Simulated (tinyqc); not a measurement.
Changing the field F: Haynes-Shockley experiment: drift, diffusion and decay of a minority-carrier pulse. Computed by tinyqc, a small Python program. Command: `OMP_NUM_THREADS=1 python tinyqc.py 3112022 3112023 out.jsonl haynes sweep`. One thread of a shared host (Intel(R) Xeon(R) Processor @ 2.30GHz), about 0.02 s of CPU time with the checks.

A thin sheet of excess carriers is made at x = 0, t = 0 in a long uniform bar; injection is low, so the pulse moves with the minority mobility.

Inputs (values chosen for the exercise, modelled on electrons in p-type silicon in a lightly doped bar):
```
quantity,value,unit
minority mobility mu,1330,cm^2/(V s)
lifetime tau,38,microsecond
temperature T,330,K
distance d to the collector,0.59,cm
injected sheet density N0,3.4e+10,1/cm^2
```

Constants: k_B = 8.617333262e-05 eV/K.

Method:
- D = mu k_B T/e, v = mu F.
- Transit time d/v, diffusion length sqrt(D tau), drift length v tau, Peclet number v d/D = e F d/(k_B T).
- dn(x, t) = N0/sqrt(4 pi D t) exp(-(x - v t)^2/(4 D t) - t/tau).
- At fixed x the signal peaks where d ln(dn)/dt = 0: a t^2 + t/2 - x^2/(4 D) = 0 with a = v^2/(4 D) + 1/tau.
- The full width at half maximum is found by solving dn(x, t) = peak/2 on both sides of the peak.
- With w the full width at half maximum: mu = d/(F t_p); D = (w d)^2/(16 ln2 t_p^3); Einstein ratio D/mu against k_B T/e.

One run for each value:
```
field F (V/cm),time of the peak t_p (microsecond),width at half maximum (microsecond),peak density (1/cm^3),error of mu (%)
3.7,109.78,40.336,7.1336e+09,9.2180
5.8,73.45,22.003,2.5070e+10,4.1254
9.1,47.85,11.540,6.2966e+10,1.8809
14.0,31.40,6.125,1.2108e+11,0.9174
23.0,19.21,2.927,2.1422e+11,0.4223
35.0,12.65,1.563,3.1412e+11,0.2296
56.0,7.91,0.773,4.5004e+11,0.1220
88.0,5.04,0.393,6.0845e+11,0.0693
```

Describe and explain the trends.

Over the rows, time of the peak t_p (microsecond) falls from 110 to 5.04 (exponent d ln y / d ln x -0.89 between the first rows and -1.00 between the last); width at half maximum (microsecond) falls from 40.3 to 0.393 (exponent d ln y / d ln x -1.3 between the first rows and -1.5 between the last); peak density (1/cm^3) rises from 7.13e9 to 6.08e11 (exponent d ln y / d ln x 2.8 between the first rows and 0.67 between the last). At the high end the exponent of time of the peak t_p is -1.00, close to -1: pure drift, t = d/(mu F). At the high end the exponent of width at half maximum is -1.50, close to -1.5: sqrt(D t)/v with t = d/v.

Extremes, crossings and ranges named in words are read from the listed rows.
